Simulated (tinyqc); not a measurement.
Double-gate transistor, scale length and short-channel effects: one step of the calculation.

A body of thickness ts between two insulators of thickness ti and two tied gates. Below threshold the potential that source and drain add obeys Laplace's equation and vanishes on the gate. Its lowest mode decays along the channel as exp(-k y); k is the smallest positive root of the matching condition at the interface, and the scale length is Lambda = pi/k.

Question. Decay constant by Newton steps. f(k) = ei cos(k ti) cos(k ts/2) - eps_r sin(k ti) sin(k ts/2); f' by a central difference with +/- 1e-5 1/nm; k(new) = k - f/f'.

Inputs (values chosen for the exercise); permittivities: semiconductor made up, insulator close to that of silicon dioxide: relative permittivity of the semiconductor eps_r = 14.5; relative permittivity of the insulator ei = 3.95; insulator thickness ti = 1.7 nm; body thickness ts = 4.4 nm.

k after iteration 1 = 0.25002532 1/nm

Find: f; f'; k after iteration 2.

Answer.

f = -0.057813
f' = -29.452 nm
k after iteration 2 = 0.24806 1/nm

tinyqc, about 0.01 s, one thread, Intel Xeon 2.30GHz (shared host): `OMP_NUM_THREADS=1 python tinyqc.py 2420022 2420023 out.jsonl`
